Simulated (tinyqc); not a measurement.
Potential step from the flux.

Question. On one interval J = (q mu Vt/hx) [nb B(d) - na B(-d)], B(d) = d/(exp(d) - 1), d = (psi_b - psi_a)/Vt. Find psi_b - psi_a, and the step at which J would vanish.

Values chosen for this exercise: temperature T = 300 K; electron mobility mu = 4930 cm^2/(V s); density at the left node na = 9.9e15 cm^-3; density at the right node nb = 6.3e13 cm^-3; node spacing hx = 5.5 nm.

Constants: q = 1.602176634e-19 C, kB = 1.380649e-23 J/K, Vt = kB T/q. Results are converted to the units shown.

J = -1.5297966e5 A/cm^2

Answer. B(d) falls and B(-d) rises with d, so J falls steadily with the step and one value matches. J = 0 needs nb/na = exp(d), the Boltzmann ratio.

psi_b - psi_a = -0.0390 V
step for J = 0 = -0.131 V

Computed by the program tinyqc: `OMP_NUM_THREADS=1 python tinyqc.py 2220012 2220013 out.jsonl`, one thread of a shared Intel Xeon 2.30GHz, about 0.01 s for the whole run.
